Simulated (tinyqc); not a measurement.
Self-heating of a transistor with one or more fingers, with temperature-dependent conductivity: one step, computed by the program tinyqc.

N long parallel fingers lie on the top face of a slab whose bottom is held at T_0; the top is otherwise insulated, and heat flows in two dimensions. P in W/mm is 1000 P in W/m.

Question. Geometry factors. A line source of power P on the top face raises the top at distance x by (P/(pi kappa_0)) g(x), g(x) = -ln tanh(pi x/(4 t)) (the image sum for the slab). On a strip of width w the centre sees the mean of g over the strip, g_0 = 1 + ln(8 t/(pi w)) for w much below t.

Inputs (values chosen for the exercise, modelled on gallium oxide): finger pitch s = 49 micrometre; width of the heat source w = 0.28 micrometre; substrate thickness t = 240 micrometre.

Power: power rises with temperature.

Give: own factor g_0; g(j s), j = 1..7.

Answer.

own factor g_0 = 8.6883

g(j s), j = 1..7: [1.8389, 1.1707, 0.8050, 0.5694, 0.4079, 0.2941, 0.2127]
